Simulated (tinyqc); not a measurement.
Two coupled magnetic layers: synthetic antiferromagnet, spin flop, exchange bias and magnetoresistance: one step, computed by the program tinyqc.

Moments lie in the plane at the angles p1, p2 from the field. Energy per area: E = J1 cos(p1 - p2) + J2 cos^2(p1 - p2) - B M_s (t1 cos p1 + t2 cos p2) + K (t1 sin^2 p1 + t2 sin^2 p2).

Task: Saturation field. The parallel state is stable while the Hessian at p1 = p2 = 0 is positive: with c = J1 + 2 J2 and u = B M_s + 2K, (u t1 - c)(u t2 - c) > c^2, so B_sat M_s = c (1/t1 + 1/t2) - 2K. B_K = 2K/M_s.

Inputs (values chosen for the exercise, for a model stack): saturation magnetisation M_s = 915 kA/m; thickness t1 = 1.7 nm; thickness t2 = 1.7 nm; antiferromagnetic coupling J1 = 0.056 mJ/m^2; biquadratic coupling J2 = 0 mJ/m^2; in-plane anisotropy K = 0.55 kJ/m^3; field over the saturation field = 0.79.

Field direction: along the easy axis.

Give: exchange field c (1/t1 + 1/t2)/M_s; B_K; saturation field B_sat; applied field B.

Result:

exchange field c (1/t1 + 1/t2)/M_s = 72.00 mT

B_K = 1.202 mT

saturation field B_sat = 70.80 mT

applied field B = 55.93 mT
